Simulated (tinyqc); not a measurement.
MP2 on RHF in the sto-3g basis, for H4, spin multiplicity 1, step by step. One step of it, computed by the program tinyqc.

Task: Second-order Moller-Plesset energy. E2 = sum_ijab (ia|jb) [2 (ia|jb) - (ib|ja)] / (e_i + e_j - e_a - e_b) over occupied i, j and virtual a, b; the opposite-spin part is (ia|jb)^2 / denominator, the rest is same-spin, and SCS-MP2 scales them by 6/5 and 1/3.

orbital energies (hartree): MO1 -0.551051, MO2 -0.484475, MO3 0.430980, MO4 0.643898

Two-electron integrals over orbitals (pq|rs), unique and non-zero (hartree):
```
(11|11) 0.424239    (21|11) -0.001182   (21|21) 0.216516    (22|11) 0.423185
(22|21) 0.001075    (22|22) 0.429762    (31|11) -0.030290   (31|21) -0.000207
(31|22) -0.005023   (31|31) 0.102734    (32|11) -0.000422   (32|21) 0.049195
(32|22) 0.000206    (32|31) 0.000373    (32|32) 0.094652    (33|11) 0.417747
(33|21) 0.000714    (33|22) 0.419551    (33|31) -0.010010   (33|32) 0.000123
(33|33) 0.434505    (41|11) 0.000209    (41|21) -0.009811   (41|22) 3.01e-06
(41|31) -0.000500   (41|32) 0.084019    (41|33) 0.000030    (41|41) 0.089666
(42|11) -0.039362   (42|21) -0.000168   (42|22) -0.016487   (42|31) 0.102491
(42|32) 0.000528    (42|33) -0.014031   (42|41) -0.000365   (42|42) 0.106310
(43|11) -0.001110   (43|21) 0.210090    (43|22) 0.001095    (43|31) -0.000184
(43|32) 0.050845    (43|33) 0.000785    (43|41) -0.007617   (43|42) -0.000158
(43|43) 0.223173    (44|11) 0.437215    (44|21) -0.000795   (44|22) 0.436002
(44|31) -0.034041   (44|32) -0.000365   (44|33) 0.447134    (44|41) 0.000197
(44|42) -0.042689   (44|43) -0.000803   (44|44) 0.471964
```

Hartree-Fock energy = -2.17544633 hartree

Give: Terms; Pair energies; MP2 correlation energy; SCS-MP2 correlation energy; MP2 total energy.

Result:

Terms:

| i | j | a | b | (ia\|jb) | (ib\|ja) | denominator | term |
|---|---|---|---|---|---|---|---|
| 1 | 2 | 3 | 4 | 0.1025 | 0.0840 | -2.1104 | -0.0059 |
| 2 | 1 | 4 | 3 | 0.1025 | 0.0840 | -2.1104 | -0.0059 |
| 1 | 1 | 3 | 3 | 0.1027 | 0.1027 | -1.9641 | -0.0054 |
| 2 | 2 | 4 | 4 | 0.1063 | 0.1063 | -2.2567 | -0.0050 |
| 2 | 2 | 3 | 3 | 0.0947 | 0.0947 | -1.8309 | -0.0049 |
| 1 | 1 | 4 | 4 | 0.0897 | 0.0897 | -2.3899 | -0.0034 |
| 2 | 1 | 3 | 4 | 0.0840 | 0.1025 | -2.1104 | -0.0026 |
| 1 | 2 | 4 | 3 | 0.0840 | 0.1025 | -2.1104 | -0.0026 |
| 2 | 2 | 3 | 4 | 0.0005 | 0.0005 | -2.0438 | -1.36e-07 |
| 2 | 2 | 4 | 3 | 0.0005 | 0.0005 | -2.0438 | -1.36e-07 |
| 1 | 1 | 4 | 3 | -0.0005 | -0.0005 | -2.1770 | -1.15e-07 |
| 1 | 1 | 3 | 4 | -0.0005 | -0.0005 | -2.1770 | -1.15e-07 |
| 2 | 1 | 3 | 3 | 3.73e-04 | 3.73e-04 | -1.8975 | -7.33e-08 |
| 1 | 2 | 3 | 3 | 3.73e-04 | 3.73e-04 | -1.8975 | -7.33e-08 |
| 2 | 1 | 4 | 4 | -3.65e-04 | -3.65e-04 | -2.3233 | -5.73e-08 |
| 1 | 2 | 4 | 4 | -3.65e-04 | -3.65e-04 | -2.3233 | -5.73e-08 |

Pair energies (hartree; pair i-j sums ij and ji):

| pair | opposite spin | same spin |
|---|---|---|
| 1-1 | -0.0087 | 0 |
| 2-1 | -0.0166 | -3.23e-04 |
| 2-2 | -0.0099 | 0 |

MP2 correlation energy = -0.035608 hartree

SCS-MP2 correlation energy = -0.042449 hartree

MP2 total energy = -2.211054 hartree
